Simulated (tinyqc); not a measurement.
Inside a calculation. Model: critical temperature from a phonon spectrum: McMillan, Allen-Dynes and the linearised Eliashberg equation. Computed by tinyqc, a small Python program that keeps every step. Command: `OMP_NUM_THREADS=1 python tinyqc.py 3002614 3002615 out.jsonl eliashberg walk`. One thread of a shared host (Intel(R) Xeon(R) Processor @ 2.30GHz), about 0.02 s of CPU time with the checks. Intermediate numbers are printed to about 7 digits and carried at full precision; extremes and crossings named in words are read from the listed rows.

alpha^2 F(omega) = sum_i (lambda_i omega_i/2) delta(omega - omega_i), so that lambda = 2 int alpha^2 F/omega d omega = sum_i lambda_i.

Inputs (values chosen for the exercise, for a model metal):
```
quantity                                value  unit
peak energy omega_1                      16.9   meV
coupling lambda_1                       0.321     -
peak energy omega_2                        43   meV
coupling lambda_2                       0.634     -
Coulomb pseudopotential mu*              0.15     -
trial temperature                        18.4     K
Matsubara points N in the small matrix      5     -
```

Peaks in alpha^2 F: two.

Constants: k_B = 8.617333262e-05 eV/K.

## Moments of the spectrum

omega_log = exp(sum lambda_i ln omega_i / lambda); omega_rms = sqrt(sum lambda_i omega_i^2 / lambda).

lambda = 0.955

omega_log = 31.41536 meV

omega_rms = 36.38000 meV

## McMillan and Allen-Dynes

McMillan form: k_B T_c = (omega_log/1.2) exp[-1.04 (1 + lambda)/(lambda - mu* (1 + 0.62 lambda))]. Allen-Dynes multiplies it by f1 f2: f1 = [1 + (lambda/L1)^(3/2)]^(1/3), L1 = 2.46 (1 + 3.8 mu*); f2 = 1 + (omega_rms/omega_log - 1) lambda^2/(lambda^2 + L2^2), L2 = 1.82 (1 + 6.3 mu*) omega_rms/omega_log.

T_c, McMillan form = 17.76870 K

f1 = 1.039412

f2 = 1.008135

T_c, Allen-Dynes = 18.61925 K

The two corrections raise T_c by 4.8 %.

## The small kernel at the trial temperature

Linearised Eliashberg equation at omega_n = (2n + 1) pi k_B T, n = 0..N-1: lambda(j) = sum_i lambda_i omega_i^2/(omega_i^2 + (2 pi j k_B T)^2); K_mn = lambda(m - n) + lambda(m + n + 1) - 2 mu*(N) - delta_mn [2m + 1 + lambda(0) + 2 sum_(j=1..m) lambda(j)], with 1/mu*(N) = 1/mu* + ln(omega_rms/omega_N), omega_N = (2N + 1) pi k_B T. T_c is where the largest eigenvalue rho of K is zero.

lambda(j), j = 0, 1, ...: 0.9550000  0.8399184  0.6562400  0.5052491  0.3900003  0.3038463  0.2399615  0.1924483  0.1567511  0.1295617

mu*(N) = 0.1598183

K, lower triangle (symmetric):
```
          1         2         3          4          5
1  -0.47972
2   1.17652  -4.49422
3   0.84185   0.91028  -8.00811
4   0.57561   0.64045   0.76024  -11.13000
5   0.37421   0.42557   0.52905    0.67703  -13.97289
```

## Largest eigenvalue of the small kernel

K is the kernel of the linearised Eliashberg equation on the Matsubara points omega_n = (2n + 1) pi k_B T; T_c is where its largest eigenvalue rho is zero. Diagonalise K; at rho = 0 the eigenvector c is the gap function Delta_n/omega_n up to a factor; away from it Delta_n/Delta_0 = (2n + 1) c_n/c_0 is only an estimate.

largest eigenvalue rho = 0.06677372

Delta_n/Delta_0: 1.000000  0.910242  0.745602  0.571442  0.408661

rho > 0: in this small matrix the trial temperature lies below T_c.

## Critical temperature from the full kernel

N is the smallest integer at or above 8 omega_max/(2 pi k_B T_AD), omega_max the highest peak and T_AD the Allen-Dynes value.

N used = 35

T_c, Eliashberg = 16.96822 K

k_B T_c/omega_log = 0.04654437

Allen-Dynes/Eliashberg = 1.097301

McMillan/Eliashberg = 1.047175

## Scaling the whole coupling

All lambda_i are multiplied by s. The last column is the large-lambda limit for mu* = 0, k_B T_c = 0.1827 omega_rms sqrt(lambda).

T_c (K):
```
s    lambda  McMillan  Allen-Dynes  Eliashberg  large-lambda limit
0.8  0.7640  10.35514     10.70683     9.48435             67.4179
1.0  0.9550  17.76870     18.61925    16.96822             75.3755
1.3  1.2415  27.88211     29.87379    28.03909             85.9413
1.7  1.6235  38.60184     42.72728    41.33506             98.2776
2.3  2.1965  49.99060     58.29082    58.26511            114.3126
3.2  3.0560  60.79181     76.70767    78.70609            134.8357
```

McMillan/Eliashberg runs from 1.09 at lambda = 0.76 to 0.77 at 3.06: the exponential form levels off at large lambda, while the true T_c keeps rising (exponent 0.91 between the last rows, tending to 1/2). Allen-Dynes stays within about 13 % over the table. The last row reaches 58 % of the mu* = 0 limit; with mu* above zero T_c stays below that line at any lambda.

## Isotope exponent

T_c ~ M^(-a). All omega_i scale as M^(-1/2) at fixed lambda, but mu* = mu/(1 + mu ln(E_F/omega)) changes: d mu*/d ln omega = mu*^2. In the McMillan form a = (1/2) [1 - 1.04 (1 + lambda)(1 + 0.62 lambda) mu*^2/(lambda - mu* (1 + 0.62 lambda))^2].

isotope exponent a = 0.4290010

The Coulomb term lowers the exponent below 1/2: lighter ions raise the prefactor but also mu*.

Checks made by the program: one-point kernel at mu* = 0: rho = lambda(1) - 1 (relative difference below 1e-10); T_c against the Allen-Dynes fit (relative difference 1e-01).
